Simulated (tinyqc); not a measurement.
What moves the results: thin (001) film in sp3s* tight binding with raised dangling bonds. A value that a table varies takes the place of the one given here.

Planes alternate anion (a), cation (c) along [001], a/4 apart, starting with an anion; zero in-plane momentum; levels counted from the bulk Ev, the lower root of [[Epa, Vxx], [Vxx, Epc]]; no spin-orbit coupling. Block of s, pz, s*: from an anion to the cation above, Vss/2 (s,s), Vsapc/2 (s,z), -Vscpa/2 (z,s), Vxx/2 (z,z), Vxapc/2 (s*,z), -Vpaxc/2 (z,s*); to the cation below the same with the s-z and s*-z signs reversed. Block of u = (px + py)/sqrt2 and v = (px - py)/sqrt2: to the cation above (Vxx + Vxy)/2 for u and (Vxx - Vxy)/2 for v, to the cation below the reverse. Each surface atom has two dangling sp3 hybrids; raising both by dl adds (dl/2) [[1, t], [t, 1]] to its s, pz levels (t = -1 at the bottom face, +1 at the top) and dl to the one of u, v in whose plane the missing bonds lie (v for a bottom anion or a top cation, u for a top anion).

Inputs chosen for the exercise (near a published set for GaP, fitted to gaps, whose masses and valley positions are rough; shifted at random, so the results belong to these values and not to a real crystal): p = (-8.135, 1.126, -2.179, 4.142, 8.501, 7.124, -7.43, 2.17, 5.14, 4.241, 6.264, 4.661, 5.144) eV (order Esa, Epa, Esc, Epc, Exa, Exc, Vss, Vxx, Vxy, Vsapc, Vscpa, Vxapc, Vpaxc); Nw = 27 (planes in the thicker film); a = 5.453 angstrom (lattice constant); dp = 30 eV (value of dl for the passivated films); Ns = (7, 8, 14, 19, 25, 36, 42, 61) (numbers of planes).

## States in the gap of a film

edges (eV): Gamma 2.85612, Delta 2.34441

Levels between 0 and the lower bulk edge, the largest weight on the two outer planes of both faces among them, and the nearest levels outside, for several shifts dl.

Film of Nw planes:
```
dl (eV)  levels in the gap                     at (eV)  surface weight  next above (eV)  next below (eV)
0                        3         0.094, 1.135, 1.135            0.83           2.3601          -0.0053
1                        4  0.261, 0.304, 1.992, 1.992            0.88           2.3601          -0.0494
2                        2                0.623, 0.640            0.63           2.3601          -0.0487
3                        2                1.055, 1.063            0.69           2.3602          -0.0482
5                        2                1.951, 1.958            0.70           2.3606          -0.0477
10                       0                           -               -           2.3598          -0.0472
30                       0                           -               -           2.3600          -0.0468
100                      0                           -               -           2.3600          -0.0466
```

Can the levels of the bare film be read as confined subbands?

No: with bare surfaces (dl = 0) 3 levels lie in the bulk gap, with up to 83 % of the weight on the four outer planes, two a face, where an even spread gives 15 %; these are dangling-bond states, not subbands. The reruns show the bulk gap clear from dl = 10 eV on, and at dl = 30 eV the next level above lies 0.0 meV from its value at 100 eV.

## Gap against thickness

Passivated films (finite dp, so levels can still be some meV from their limit), thickness N a/4. Highest level below mid-gap (either block) and the two lowest above it. The exponents are -d ln(shift)/d ln N between the sixth and the last film, for the valence level and for the lowest conduction level.

Levels (eV):
```
N   thickness (angstrom)      Ev1     Ec1     Ec2     gap
7                   9.54  -0.4461  2.6024  2.9841  3.0485
8                  10.91  -0.3014  2.5599  2.9171  2.8613
14                 19.09  -0.1314  2.4123  2.6048  2.5436
19                 25.90  -0.0880  2.3773  2.4795  2.4653
25                 34.08  -0.0538  2.3627  2.4200  2.4166
36                 49.08  -0.0260  2.3531  2.3802  2.3791
42                 57.26  -0.0196  2.3507  2.3701  2.3703
61                 83.16  -0.0101  2.3472  2.3559  2.3573
```

exponents: valence 1.79, conduction 2.13

The gap is 3.048 eV at 9.5 angstrom and 2.357 eV at 83.2, against 2.344 eV in the bulk along this line. At 19 planes the conduction side gives 33 meV of the widening and the valence side 88 meV. A hard-walled parabolic band has exponent 2; departures come from the offset between N a/4 and the effective width, from non-parabolicity and from the termination (odd and even N end differently: in the direction of the bond rows at the two faces and, in a compound, in the kind of atom), which also makes single steps in N uneven. Ec1 and Ec2 come from the neighbourhood of X.

## What each change does

A film of Nw planes with shift dp: highest level below mid-gap (half the lower bulk edge) and the two lowest above. Each row changes one parameter from the base and keeps the others.

Results:
```
case        Ev1 (eV)  Ec1 (eV)  Ec2 (eV)
base         -0.0468    2.3600    2.4085
Nw = 31      -0.0363    2.3560    2.3922
dp = 60 eV   -0.0467    2.3600    2.4086
```

The largest shifts from the base row, up to three for each result and ties (the steps differ in size, so this ranks the rows, not the parameters). Ev1 (eV): Nw +0.0105, dp +0.0001. Ec1 (eV): Nw -0.0039; unchanged at the printed digits by dp. Ec2 (eV): Nw -0.0164, dp +0.0001. An odd change of Nw also changes which atoms end the film, so levels need not move as thickness alone would move them; the row for dp shows how far the passivation is from converged.

(tinyqc, `OMP_NUM_THREADS=1 python tinyqc.py 1451214 1451215 out.jsonl`, Intel(R) Xeon(R) Processor @ 2.30GHz, 1 thread, shared host, about 0.3 s.)
